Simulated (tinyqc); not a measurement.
Equilibrium and kinetic segregation of a solute to boundaries and growing surfaces: one step, computed by the program tinyqc. Command: `OMP_NUM_THREADS=1 python tinyqc.py 3002884 3002885 out.jsonl segreg walk`. One thread of a shared host (Intel(R) Xeon(R) Processor @ 2.30GHz), about 0.01 s of CPU time with the checks.

Question. Segregation at a growing surface. Two-state exchange during growth, dilute: jump up r_u = nu exp(-E_b/(k_B T_g)), jump back r_d = r_u exp(-E_s/(k_B T_g)), nu = 1e13 1/s. In the time 1/R of one monolayer the share carried up is p = [r_u/(r_u + r_d)] [1 - exp(-(r_u + r_d)/R)]; the tail decays as p^n, length -1/ln p monolayers; the equilibrium limit has p = r_u/(r_u + r_d).

Inputs (values chosen for the exercise, for a model alloy): exchange barrier E_b = 1.8 eV; surface segregation energy E_s = 0.33 eV; growth temperature T_g = 660 K; growth rate = 1.9 monolayers/s.

Constants: k_B = 8.617333262e-05 eV/K.

Give: r_u; r_d; share carried up p; decay length.

Answer.

r_u = 0.1799 1/s

r_d = 5.436e-04 1/s

share carried up p = 0.09035

decay length = 0.4160 monolayers

Exchange is slow against growth: the kinetically limited regime, where cooling or faster growth sharpens the profile.
